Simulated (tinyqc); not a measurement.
# MOS capacitor on a p-type substrate, surface potential from the exact charge relation: effects of single changes

Uniform p-type substrate, Boltzmann statistics, full ionisation, classical densities. psi is the surface potential against the body (positive when the bands bend down) and u = psi/Vt. Traps are spread evenly over the gap and neutral at flat band, so their charge is -q Dit psi; the minority quasi-Fermi level is shifted by Vb.

Values chosen for this exercise; band and dielectric values close to those of silicon:
- T = 400 K (temperature)
- Eg = 1.12 eV (band gap)
- eps_r = 11.7 (relative permittivity)
- Nc = 4.28e19 cm^-3 (conduction-band density of states at T)
- Nv = 4e19 cm^-3 (valence-band density of states at T)
- chi = 4.02 eV (electron affinity)
- N = 7.3e15 cm^-3 (acceptor density of the substrate)
- eox = 3.9 (relative permittivity of the gate insulator (close to silicon dioxide))
- tox = 3.2 nm (insulator thickness)
- phiM = 4.04 eV (gate work function)
- Nf = 0 cm^-2 (fixed charge at the interface, in units of q)
- Dit = 0 cm^-2 eV^-1 (density of interface traps)
- Vb = 0.4 V (reverse bias of the inversion layer against the body)

Constants: q = 1.602176634e-19 C, kB = 1.380649e-23 J/K, Vt = kB T/q, eps0 = 8.8541878128e-14 F/cm where lengths are in cm. Results are converted to the units shown.

Each table varies one quantity; the others keep the values above.

## Capacitance-voltage curves

ni = sqrt(Nc Nv) exp(-Eg/(2 Vt)), Eg in volts; phiF = Vt ln(N/ni); Cox = eps0 eox/tox; Vfb = phiM - chi - (Eg - Vt ln(Nv/N)) - q Nf/Cox; Q0 = sqrt(2 eps0 eps_r q N Vt); r = (ni/N)^2 exp(-Vb/Vt); VT = Vfb + [(2 phiF + Vb)(1 + q Dit/Cox) + sqrt(2 eps0 eps_r q N (2 phiF + Vb))/Cox]. u = psi/Vt; F^2 = exp(-u) + u - 1 + r (exp(u) - u - 1); Qs = -sign(u) Q0 F; Cs = -dQs/dpsi = (Q0/Vt) |1 - exp(-u) + r (exp(u) - 1)|/(2 F). psi solves Vg = Vfb + psi + (q Dit psi - Qs)/Cox. Low frequency: 1/C_LF = 1/Cox + 1/(Cs + q Dit). High frequency, in the simple estimate in which traps and minority carriers do not follow: 1/C_HF = 1/Cox + 1/Cd, Cd being Cs with r = 0 at the same psi. Deep depletion: r = 0 and Dit = 0 both in the equation for psi and in Cs. Minority sheet density N_inv = (Q0/(2 q)) int_0^u r (exp(t) - 1)/F(t) dt for u > 0. N_inv under 1 cm^-2 is printed as 0. Regimes: accumulation when majority carriers gather, then depletion up to |psi| = phiF + Vb, weak inversion up to 2 phiF + Vb, strong inversion beyond.

Capacitance-voltage curves:
```
Vg (V),psi (V),C_LF/Cox,C_HF/Cox,C_deep/Cox,N_inv (cm^-2),regime
-1.75,-0.29904,0.90393,0.90393,0.90393,0,accumulation
-1.46,-0.26454,0.85096,0.85096,0.85096,0,accumulation
-1.17,-0.20428,0.70540,0.70540,0.70540,0,accumulation
-0.88,-0.061617,0.25504,0.25504,0.25504,0,accumulation
-0.59,0.19498,0.053668,0.053668,0.053668,9.7633,depletion
-0.31,0.46339,0.033655,0.033655,0.033655,13229,depletion
-0.02,0.74481,0.026487,0.026350,0.026350,3.5423e7,weak inversion
0.27,1.0174,0.22913,0.022489,0.022373,7.2725e10,strong inversion
0.56,1.1461,0.75002,0.021175,0.019783,1.1495e12,strong inversion
0.85,1.1984,0.86708,0.020704,0.017924,2.7493e12,strong inversion
1.13,1.2288,0.91047,0.020444,0.016550,4.4301e12,strong inversion
```

What does the comparison show, and why?

C_LF/Cox is lowest, 0.0265, at Vg = -0.02 V (weak inversion) among the rows listed and is 0.910 in the last row, where C_HF/Cox is 0.0204 and the deep-depletion value 0.0166. Vfb = -0.803 V, where C_HF/Cox = 0.148 (Cox in series with eps0 eps_r/LD), and VT = 0.165 V. Over the last two rows psi moves by only 0.11 V a volt of gate bias, since the inversion charge screens the body. In strong accumulation and inversion degeneracy and confinement, left out here, lower the capacitance.

## Effect of the fixed charge at the interface on threshold and swing

ni = sqrt(Nc Nv) exp(-Eg/(2 Vt)), Eg in volts; phiF = Vt ln(N/ni); Cox = eps0 eox/tox; Vfb = phiM - chi - (Eg - Vt ln(Nv/N)) - q Nf/Cox; VT = Vfb + [(2 phiF + Vb)(1 + q Dit/Cox) + sqrt(2 eps0 eps_r q N (2 phiF + Vb))/Cox]. gamma = sqrt(2 eps0 eps_r q N)/Cox; Wm = sqrt(2 eps0 eps_r (2 phiF + Vb)/(q N)); m = 1 + (eps0 eps_r/Wm + q Dit)/Cox; swing m Vt ln 10; Cmin/Cox = 1/(1 + Cox Wm/(eps0 eps_r)).

The same in every row: 2 phiF (V) = 0.52419; gamma (V^0.5) = 0.045618; Wm (nm) = 404.62; m = 1.0237; swing (mV/decade) = 81.252; Cmin/Cox = 0.023176.

Results:
```
Nf (cm^-2),Vfb (V),VT (V)
-4e11,-0.74387,0.22417
-2e11,-0.77357,0.19448
0,-0.80326,0.16478
4e11,-0.86265,0.10540
6e11,-0.89235,0.075701
8e11,-0.92204,0.046006
```

Estimate the missing row, Nf = 2e11 cm^-2.

Computed row:
```
Nf (cm^-2),Vfb (V),VT (V)
2e11,-0.83296,0.13509
```

With this row back in the table: As Nf goes from -4e11 to 8e11, VT falls from 0.224 to 0.0460 V, the swing stays at 81.3 mV/decade and Cmin/Cox stays at 0.0232. The whole change of VT is that of Vfb: the curve shifts rigidly.

## Effect of the gate work function on threshold and swing

Same model as above.

The same in every row: 2 phiF (V) = 0.52419; gamma (V^0.5) = 0.045618; Wm (nm) = 404.62; m = 1.0237; swing (mV/decade) = 81.252; Cmin/Cox = 0.023176.

Effect of the gate work function on threshold and swing:
```
phiM (eV),Vfb (V),VT (V)
4.02,-0.82326,0.14478
4.22,-0.62326,0.34478
4.42,-0.42326,0.54478
4.62,-0.22326,0.74478
4.82,-0.023262,0.94478
5.02,0.17674,1.1448
5.22,0.37674,1.3448
```

As phiM goes from 4.02 to 5.22, VT rises from 0.145 to 1.34 V, the swing stays at 81.3 mV/decade and Cmin/Cox stays at 0.0232. The whole change of VT is that of Vfb: the curve shifts rigidly.

Computed by the program tinyqc: `OMP_NUM_THREADS=1 python tinyqc.py 2060086 2060087 out.jsonl`, one thread of a shared Intel Xeon 2.30GHz, about 0.01 s for the whole run.
